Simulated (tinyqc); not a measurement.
# Thermoelectric coefficients of one resonant level, Landauer integrals: what changes with what

Transmission X(x) = (g/2)^2/[(x - y)^2 + (g/2)^2] with x = (E - EF)/kB T, two spin channels. I_k = int X x^k w dx over all x, w = 1/(4 cosh^2(x/2)).

Parameters, values chosen for the exercise: temperature T = 30 K; full width of the level over kB T g = 0.9; level position (E0 - EF)/kB T y = 0.9; phonon heat conductance in units of pi^2 kB^2 T/(3 h) kp = 0.14.

Constants: q = 1.602176634e-19 C, kB = 1.380649e-23 J/K, h = 6.62607015e-34 J s. Results are converted to the units shown.

Each table varies one quantity; the others keep the values above.

## Effect of the level position

G = (2 q^2/h) I_0, S = -(kB/q) I_1/I_0, L/L0 = [I_2/I_0 - (I_1/I_0)^2]/(pi^2/3), K_e = (2 kB^2 T/h)(I_2 - I_1^2/I_0), ZT = G S^2 T/(K_e + K_ph), K_ph = kp pi^2 kB^2 T/(3 h).

Effect of the level position:

| y | G (uS) | S (uV/K) | L/L0 | ZT | ZT without phonons |
|---|---|---|---|---|---|
| 0.5 | 20.88 | -34.04 | 0.1635 | 0.1120 | 0.2901 |
| 1.3 | 16.28 | -87.17 | 0.2062 | 0.5766 | 1.509 |
| 2.2 | 10.11 | -142.3 | 0.3186 | 0.9695 | 2.602 |
| 3 | 5.998 | -183.9 | 0.5055 | 0.9817 | 2.738 |
| 3.8 | 3.439 | -214.7 | 0.8047 | 0.7922 | 2.345 |
| 4.7 | 1.858 | -232.1 | 1.282 | 0.5251 | 1.721 |
| 5.5 | 1.118 | -230.2 | 1.770 | 0.3277 | 1.225 |
| 6.3 | 0.7116 | -213.3 | 2.194 | 0.1897 | 0.8488 |
| 7.2 | 0.4608 | -182.8 | 2.447 | 0.09618 | 0.5588 |
| 8 | 0.3337 | -152.5 | 2.434 | 0.05097 | 0.3913 |

What does the table show?

G falls from 20.9 to 0.334 uS; |S| goes from 34.0 through a maximum of 232 (at y = 4.7 among the rows listed) to 153 uV/K: far from the level its Lorentzian tail at EF carries the current, and S falls back towards the Mott value. L/L0 goes from 0.163 through a maximum of 2.45 (at y = 7.2 among the rows listed) to 2.43, and ZT goes from 0.112 through a maximum of 0.982 (at y = 3 among the rows listed) to 0.0510.

## Effect of the level width

Same model as above.

Effect of the level width:

| g | G (uS) | S (uV/K) | L/L0 | ZT | ZT without phonons |
|---|---|---|---|---|---|
| 0.042 | 1.042 | -76.64 | 0.009803 | 0.04608 | 24.53 |
| 0.1 | 2.451 | -75.40 | 0.02307 | 0.1041 | 10.09 |
| 0.25 | 5.948 | -72.32 | 0.05600 | 0.2212 | 3.823 |
| 0.6 | 13.33 | -65.83 | 0.1260 | 0.3329 | 1.408 |
| 1.4 | 26.86 | -53.82 | 0.2577 | 0.2580 | 0.4602 |
| 3.5 | 48.17 | -34.01 | 0.4888 | 0.07871 | 0.09684 |
| 8.4 | 66.28 | -14.89 | 0.7456 | 0.01097 | 0.01218 |
| 20 | 74.68 | -4.199 | 0.9194 | 7.274e-4 | 7.848e-4 |

What does the table show?

ZT without phonons falls from 24.5 to 7.85e-4, while ZT with phonons goes from 0.0461 through a maximum of 0.333 (at g = 0.6 among the rows listed) to 7.27e-4; L/L0 rises from 0.00980 to 0.919. A narrow level filters energy well but conducts little, so a fixed phonon conductance sets a best width.

Computed by the program tinyqc: `OMP_NUM_THREADS=1 python tinyqc.py 2800106 2800107 out.jsonl`, one thread of a shared Intel Xeon 2.30GHz, about 0.03 s for the whole run.
